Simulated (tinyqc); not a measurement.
# Ballistic Schottky-barrier transistor with a one-dimensional channel, WKB contacts: what changes with what

Source Fermi level 0, drain Fermi level -Vd. Far from the contacts Ec = pn - psi, and the gate moves psi one to one; the band edges relax as exp(-x/lam) from pn at the source and pn - Vd at the drain; Ev = Ec - Eg. A carrier of energy w inside the channel band meets at a contact a barrier of height D (the contact edge beyond the channel edge): T = 1 for w >= D, else exp(-S), S = 4 lam sqrt(m/C) [sqrt(D - w) - sqrt(w) arctan sqrt((D - w)/w)], C = hbar^2/(2 m0). The two contacts combine as Ts Td/(Ts + Td - Ts Td).

Parameters, values chosen for the exercise; channel values close to those of a silicon nanowire with silicide contacts:

| symbol | value | unit | meaning |
|---|---|---|---|
| T | 350 | K | temperature |
| Eg | 1.12 | eV | band gap |
| pn | 0.72 | eV | barrier for electrons at both contacts |
| mn | 0.2 | m0 | electron mass |
| mp | 0.24 | m0 | hole mass |
| g | 2 |  | valleys or subbands |
| lam | 4.1 | nm | screening length at the contacts |
| Vd | 0.7 | V | drain bias |

Constants: q = 1.602176634e-19 C, kB = 1.380649e-23 J/K, hbar = 1.054571817e-34 J s, h = 6.62607015e-34 J s, m0 = 9.1093837015e-31 kg, Vt = kB T/q, hbar^2/(2 m0) = 0.0380998212 eV nm^2. Results are converted to the units shown.

Each table varies one quantity; the others keep the values above.

## Barrier height from the temperature dependence

I = g (2 q^2/h) int T(w) [f(Es + w) - f(Ed + w)] dw, f(y) = 1/(1 + exp(y/Vt)). Electrons: Ds = psi, Dd = psi - Vd, Es = Ec, Ed = Ec + Vd. Holes: Ds = -psi, Dd = Vd - psi, Es = -Ev, Ed = -Ev - Vd. The size of each current is taken; both flow from drain to source and add. The integrals are converged. The apparent barrier is -d ln(I_e/T^1)/d(q/kB T), taken between T - 10 K and T + 10 K for the electron current.

Barrier height from the temperature dependence:
```
ps (V)  electrons (uA)  Ec (eV)  apparent barrier (eV)
-0.25         5.04e-14    0.970                  0.970
-0.18         5.13e-13    0.900                  0.900
-0.11         5.23e-12    0.830                  0.830
-0.04         5.32e-11    0.760                  0.760
0             2.01e-10    0.720                  0.720
0.1           6.90e-10    0.620                  0.676
0.17           1.48e-9    0.550                  0.643
0.24           3.29e-9    0.480                  0.605
0.31           7.66e-9    0.410                  0.563
0.38           1.88e-8    0.340                  0.518
0.45           4.85e-8    0.270                  0.469
```

For psi < 0 the channel edge is the highest point, and the apparent barrier follows Ec one to one (0.970 eV against 0.970). At flat band it is 0.720 eV (psi = 0 V), near pn = 0.72 eV. Beyond, the top stays at pn but tunnelling lowers the apparent value to 0.469 eV in the last row, so only the point where the line bends gives the true barrier.

## Ambipolar transfer curve

Same model as above.

Swing = d(psi)/d(log10 I).

Ambipolar transfer curve:
```
ps (V)  electrons (uA)  holes (uA)    I (uA)  swing (mV/decade)
-0.32        4.947e-15      0.2119    0.2119             -462.2
-0.2         2.644e-13      0.1085    0.1085             -368.9
-0.08        1.413e-11     0.04652   0.04652             -289.2
0.04         3.558e-10     0.01575   0.01575             -226.8
0.16          1.326e-9    0.004093  0.004093             -189.5
0.28          5.298e-9    9.170e-4  9.170e-4             -185.2
0.4           2.451e-8    2.181e-4  2.181e-4             -201.5
0.52          1.312e-7    5.909e-5  5.922e-5             -222.8
0.63          6.849e-7    1.927e-5  1.996e-5             -244.7
0.75          4.620e-6    1.549e-6  6.169e-6              596.9
0.87          3.246e-5    2.898e-8  3.249e-5              145.2
0.99          1.948e-4   5.421e-10  1.948e-4              167.4
```

Read the table: what changes, and by how much?

I goes from 0.212 through a minimum of 6.17e-6 (at ps = 0.75 V among the rows listed) to 1.95e-4 uA; the exact minimum lies at psi = 0.742 V. Holes carry the left branch and electrons the right. The ratio of the last row to the smallest is 31.6 and of the first row 34400, with barriers of 0.72 eV for electrons and 0.400 eV for holes. The steepest swing among the rows is 145 mV/decade, against the thermionic limit 69.4.

Range of the model: No scattering, image-force lowering, channel charge or band-to-band tunnelling; parabolic kappa overstates S deep in the gap.

tinyqc, about 0.04 s, one thread, Intel Xeon 2.30GHz (shared host): `OMP_NUM_THREADS=1 python tinyqc.py 2390026 2390027 out.jsonl`
